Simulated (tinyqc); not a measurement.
Inside a calculation. Model: undoped gate-all-around wire MOSFET, analytic charge model.

tinyqc, about 0.02 s, one thread, Intel Xeon 2.30GHz (shared host): `OMP_NUM_THREADS=1 python tinyqc.py 2460024 2460025 out.jsonl` Printed values are rounded.

An undoped round wire of radius R under an insulator shell and a surrounding gate; long channel, electrons only, n = ni exp((psi - V)/Vt) with V the quasi-Fermi potential (0 at the source, Vd at the drain), constant mobility, no quantisation. The radial Poisson equation gives n(r) = n(0)/(1 - (1 - b) r^2/R^2)^2 with b = Q0/(Q + Q0). Q is the electron charge per area of the wire surface.

Inputs (values chosen for the exercise); material values close to those of silicon:
```
symbol,value,unit,meaning
T,300,K,temperature
Eg,1.1,eV,band gap
eps_r,11.5,,relative permittivity of the semiconductor
Nc,2.79e19,cm^-3,conduction-band density of states at T
Nv,2.65e19,cm^-3,valence-band density of states at T
eox,3.74,,relative permittivity of the gate insulator
tox,2.5,nm,insulator thickness
R,4,nm,wire radius
dphi,0.1,V,gate work function less that of the intrinsic body
mu,360,cm^2/(V s),channel mobility
L,1,um,gate length
Vg,1.33,V,gate voltage
Vd,1,V,drain voltage
```

Constants: q = 1.602176634e-19 C, kB = 1.380649e-23 J/K, Vt = kB T/q, eps0 = 8.8541878128e-14 F/cm where lengths are in cm. Results are converted to the units shown.

Range of the model: In a wire this thin, quantum confinement raises the threshold; it is left out. The surface density at the source passes 0.3 Nc, where Boltzmann statistics fail.

## Constants of the wire

ni = sqrt(Nc Nv) exp(-Eg/(2 Vt)), Eg in volts; Cox = eps0 eox/(R ln(1 + tox/R)); Q0 = 4 eps0 eps_r Vt/R; V0 = dphi + Vt ln[8 eps0 eps_r Vt/(q ni R^2)].

ni = 1.56614e10 cm^-3
Cox = 1.70516 uF/cm^2
Q0 = 263.233 nC/cm^2
V0 = 0.619057 V

## Iteration 1: charge at the source by Newton steps in y = ln(Q/Q0)

y at the start = 2

With V = 0 and Q = Q0 exp(y): f = Q/Cox + Vt y + Vt ln(1 + Q/Q0) - (Vg - V0); df/dy = Q/Cox + Vt (1 + Q/(Q + Q0)); y(new) = y - f/(df/dy).

Q = 1945.05 nC/cm^2
f = 0.536431 V
df/dy = 1.18931 V
y after iteration 1 = 1.54896

## Iteration 2: charge at the source by Newton steps in y = ln(Q/Q0)

As before.

Q = 1238.92 nC/cm^2
f = 0.100698 V
df/dy = 0.773747 V
y after iteration 2 = 1.41881

## Course of the iteration: charge at the source by Newton steps in y = ln(Q/Q0)

Stop when y changes by less than 1e-11, or after 60 iterations.

Course of the iteration:
```
iteration,y,|change|
1,1.54896,0.451
2,1.41881,0.130
3,1.41015,8.66e-3
4,1.41012,3.53e-5
5,1.41012,5.85e-10
6,1.41012,< 1e-13
```

Converged in 6 iterations. At the end the number of correct digits about doubles with each step.

## Drain current and line charge

Qs = 1078.32 nC/cm^2
Qd = 0.00366741 nC/cm^2

Q solves Vg - V0 - V = Q/Cox + Vt ln(Q/Q0) + Vt ln(1 + Q/Q0). I = mu (2 pi R/L)[2 Vt (Qs - Qd) + (Qs^2 - Qd^2)/(2 Cox) + Vt Q0 ln((Qd + Q0)/(Qs + Q0))], with Qs at V = 0 and Qd at V = Vd. Electrons per length at the source: 2 pi R Qs/q; surface over centre density: (1 + Qs/Q0)^2.

first term = 0.504444 uA
second term = 3.08492 uA
third term = -0.100270 uA
I = 3.48909 uA
electrons per length = 1.69152 1/nm
surface over centre density = 25.9737

The square-law term makes up 88.4 % of the current.
